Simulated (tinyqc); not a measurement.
What moves lifetime and leakage: Shockley-Read-Hall recombination through one deep level.

One level at Et with degeneracy 1: tn = 1/(sn vth Nt), tp = 1/(sp_ vth Nt), n1 = Nc exp((Et - Eg)/kT), p1 = Nv exp(-Et/kT), ni^2 = n1 p1. Equilibrium n0 = Nm, p0 = ni^2/Nm; n = n0 + dn, p = p0 + dn. U = (n p - ni^2)/(tp (n + n1) + tn (p + p1)), lifetime dn/U; emission rates en = sn vth n1, ep = sp_ vth p1.

Constants: kB = 8.617333262e-05 eV/K.

Inputs chosen for the exercise (gap and densities of states near those of Ge at this temperature; shifted at random, so the results belong to these values and not to a real crystal):
- Eg = 0.601 eV (gap)
- Nc = 1.9e+19 1/cm^3 (conduction-band density of states)
- Nv = 9.18e+18 1/cm^3 (valence-band density of states)
- T = 450 K
- Et = 0.404 eV (recombination level above Ev)
- Nt = 4.2e+15 1/cm^3 (defects)
- sn = 1.6e-16 cm^2 (electron capture cross-section)
- sp_ = 6.2e-16 cm^2 (hole capture cross-section)
- vth = 15000000 cm/s (thermal velocity, both carriers)
- Nm = 4.2e+16 1/cm^3 (equilibrium electrons for the lifetime steps)
- dn = 6.7e+15 1/cm^3 (excess pairs)

G = Nt en ep/(en + ep).

Results for these values:
```
case,lifetime (microsecond),G (1/(cm^3 s))
base,0.1019,1.06e+22
```

What happens to each result for sp_ = 1.24e-15 cm^2, all else kept?

Answer: lifetime falls from 0.1019 to 0.05871; G rises from 1.06e+22 to 2.11e+22.

The same for each parameter in turn:
```
case,lifetime (microsecond),G (1/(cm^3 s))
base,0.1019,1.06e+22
Et = 0.444 eV,0.2119,3.82e+21
sn = 3.2e-16 cm^2,0.09411,1.07e+22
sp_ = 1.24e-15 cm^2,0.05871,2.11e+22
Nt = 2.1e+15 1/cm^3,0.2038,5.31e+21
Nm = 1.26e+17 1/cm^3,0.05370,1.06e+22
dn = 2.01e+16 1/cm^3,0.1068,1.06e+22
```

Program tinyqc; command `OMP_NUM_THREADS=1 python tinyqc.py 1651295 1651296 out.jsonl`; about 0.01 s on one thread of a shared Intel(R) Xeon(R) Processor @ 2.30GHz.
